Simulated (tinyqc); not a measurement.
Hydrogenic impurity: series, fields, screening, photoionisation and donor-acceptor pairs: one step, computed by the program tinyqc. Command: `OMP_NUM_THREADS=1 python tinyqc.py 3022324 3022325 out.jsonl hydrogenic walk`. One thread of a shared host (Intel(R) Xeon(R) Processor @ 2.30GHz), about 0.01 s of CPU time with the checks.

One isotropic, parabolic band. Effective units: Ry* and a*, in which H = -nabla^2 - 2/r.

Question. Effective units and the series. Ry* = Ry m/eps^2, a* = a_0 eps/m; level n is bound by Ry*/n^2; <r> = (3/2) a* in 1s; lines 1s -> np at Ry* (1 - 1/n^2); 1 THz = 4.135667696 meV.

Inputs (values chosen for the exercise, modelled on ZnSe): electron mass m = 0.148 m_0; dielectric constant eps = 8.98.

Parts treated: electric field and pairs.

Constants: Ry = 13.605693123 eV; a_0 = 0.529177210903 angstrom; h x 1 THz = 4.135667696 meV.

Give: Ry*; a*; <r> of 1s; Series.

Answer.

Ry* = 24.97 meV

a* = 32.11 angstrom

<r> of 1s = 48.16 angstrom

Series:
```
n,binding (meV),line from 1s (meV),line (THz)
2,6.243,18.73,4.528
3,2.775,22.20,5.367
4,1.561,23.41,5.661
5,0.999,23.97,5.796
```
